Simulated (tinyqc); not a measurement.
## Thin-film transistor with exponential tail and deep states, accumulation layer: effect of the temperature

An undoped film in accumulation, thicker than the space-charge layer. With band bending psi the Fermi level lies E0 - psi below the band edge. Free electrons n = n0 exp(psi/Vt) carry the current; electrons in two exponential distributions of traps, a = a0 exp(psi/Va) and d = d0 exp(psi/Vp), do not. Linear regime, ohmic contacts, traps in equilibrium.

Va = kB Tt/q, Vp = kB Td/q; n0 = Nc exp(-E0/Vt), a0 = Nt th(T/Tt) exp(-E0/Va), d0 = Nd th(T/Td) exp(-E0/Vp), th(x) = pi x/sin(pi x). G(psi) = sum over the three kinds of c0 [V (exp(psi/V) - 1) - psi], field F = sqrt(2 q G/(eps0 eps_r)); Vg = psi + eps0 eps_r F/Ci at the surface. Total charge Q = Ci (Vg - psi_s); free charge Qf = q times the integral of n0 (exp(psi/Vt) - 1)/F over psi from 0 to psi_s; I = (W/L) mb Qf Vd; effective mobility mb Qf/Q. Nc, E0 and mb are held fixed.

Parameters, values chosen for the exercise; values close to those of an organic semiconductor:

| symbol | value | unit | meaning |
|---|---|---|---|
| eps_r | 3.2 |  | relative permittivity of the semiconductor |
| Nc | 1.3e20 | cm^-3 | density of extended states |
| mb | 3 | cm^2/(V s) | band mobility |
| Nt | 1.1e20 | cm^-3 | total density of tail states |
| Tt | 450 | K | characteristic temperature of the tail |
| Nd | 2.9e17 | cm^-3 | total density of deep states |
| Td | 1290 | K | characteristic temperature of the deep states |
| E0 | 0.52 | eV | bulk Fermi level below the band edge |
| Ci | 17 | nF/cm^2 | gate capacitance |
| WL | 2 |  | ratio W/L |
| Vd | 0.05 | V | drain voltage |
| Vg | 14 | V | gate voltage above flat band |

Constants: q = 1.602176634e-19 C, kB = 1.380649e-23 J/K, Vt = kB T/q, eps0 = 8.8541878128e-14 F/cm where lengths are in cm. Results are converted to the units shown.

Results:

| T (K) | E0 - psi_s (eV) | Q (nC/cm^2) | free share (%) | effective mobility (cm^2/(V s)) | I (nA) |
|---|---|---|---|---|---|
| 160 | 0.08655 | 230.6 | 0.3485 | 0.01045 | 0.2411 |
| 180 | 0.08910 | 230.7 | 0.6864 | 0.02059 | 0.4750 |
| 200 | 0.09209 | 230.7 | 1.172 | 0.03515 | 0.8110 |
| 220 | 0.09554 | 230.8 | 1.799 | 0.05396 | 1.245 |
| 240 | 0.09947 | 230.9 | 2.545 | 0.07634 | 1.762 |
| 260 | 0.1039 | 230.9 | 3.375 | 0.1012 | 2.338 |
| 300 | 0.1146 | 231.1 | 5.095 | 0.1529 | 3.533 |

Estimate the missing row, T = 280 K.

Computed row:

| T (K) | E0 - psi_s (eV) | Q (nC/cm^2) | free share (%) | effective mobility (cm^2/(V s)) | I (nA) |
|---|---|---|---|---|---|
| 280 | 0.1089 | 231.0 | 4.243 | 0.1273 | 2.941 |

With this row back in the table: As T goes from 160 to 300 K, the free share rises from 0.348 to 5.10 %, the distance of the Fermi level from the edge rises from 0.0866 to 0.115 eV and the current rises from 0.241 to 3.53 nA. The apparent activation energy between the first two rows is 0.0841 eV, against E0 - psi_s = 0.0866 eV there. For T = 280 to 300 K the th form, which assumes a Fermi level far below the edge, overcounts the filled tail at the surface by more than 15 %.

tinyqc, about 0.04 s, one thread, Intel Xeon 2.30GHz (shared host): `OMP_NUM_THREADS=1 python tinyqc.py 2610151 2610152 out.jsonl`
